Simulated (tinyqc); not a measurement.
Angle of incidence: thin-film optics by transfer matrices.

Indices N = n + i k. Snell: N0 sin(theta) = N_j sin(theta_j), with Im(N_j cos theta_j) >= 0. Admittance y_j = N_j cos theta_j for s and N_j/cos theta_j for p. Phase delta_j = 2 pi N_j cos theta_j d_j/lambda. Layer matrix [[cos delta, -i sin delta/y], [-i y sin delta, cos delta]], multiplied from the top down to M. (B, C) = M (1, y_sub); r = (y0 B - C)/(y0 B + C), R = |r|^2, T = 4 Re y0 Re y_sub/|y0 B + C|^2, absorbed in the films 1 - R - T.

Ellipsometry: rho = tan(Psi) exp(i Delta) = -conj(r_p/r_s) with the r of the admittance formula, Delta in 0 to 360 degrees, so that a bare dielectric at small angles gives Delta = 180.

Parameters, chosen for this exercise (indices near those of Si3N4, SiO2 on Si; the results hold for these values, not for the real material): lam = 193 nm (vacuum wavelength); n0 = 1 (ambient index); n = (2.653, 1.573, 0.871) (n of Si3N4, SiO2, substrate); k = (0.249, 0, 2.704) (k in the same order); d = (33.5, 5.3) nm (thicknesses, top first).

Both polarisations.

Stack:

| theta (degrees) | R_s | R_p | Psi | Delta |
|---|---|---|---|---|
| 0 | 0.4144 | 0.4144 | 45.00 | 180.00 |
| 15 | 0.4323 | 0.4086 | 44.19 | 177.78 |
| 45 | 0.5683 | 0.3390 | 37.68 | 160.58 |
| 55 | 0.6399 | 0.2853 | 33.73 | 149.65 |
| 60 | 0.6804 | 0.2516 | 31.31 | 141.97 |
| 65 | 0.7243 | 0.2153 | 28.60 | 131.51 |
| 70 | 0.7717 | 0.1815 | 25.87 | 116.32 |
| 75 | 0.8228 | 0.1645 | 24.09 | 93.43 |
| 80 | 0.8777 | 0.2016 | 25.61 | 62.12 |
| 85 | 0.9368 | 0.3928 | 32.92 | 29.26 |

Give the missing row, theta (degrees) = 30.

Computed row:
```
theta (degrees)     R_s     R_p    Psi   Delta
30               0.4848  0.3872  41.79  171.34
```

R_s and R_p agree at normal incidence (0.4144). R_p is lowest at 75 degrees of those listed (0.1645), where R_s = 0.8228; the top film absorbs, so there is only a pseudo-Brewster minimum. R_s rises steadily with the angle.

Run: tinyqc, `OMP_NUM_THREADS=1 python tinyqc.py 1650214 1650215 out.jsonl`; Intel(R) Xeon(R) Processor @ 2.30GHz, one thread, shared host; about 0.01 s of CPU time with all checks.
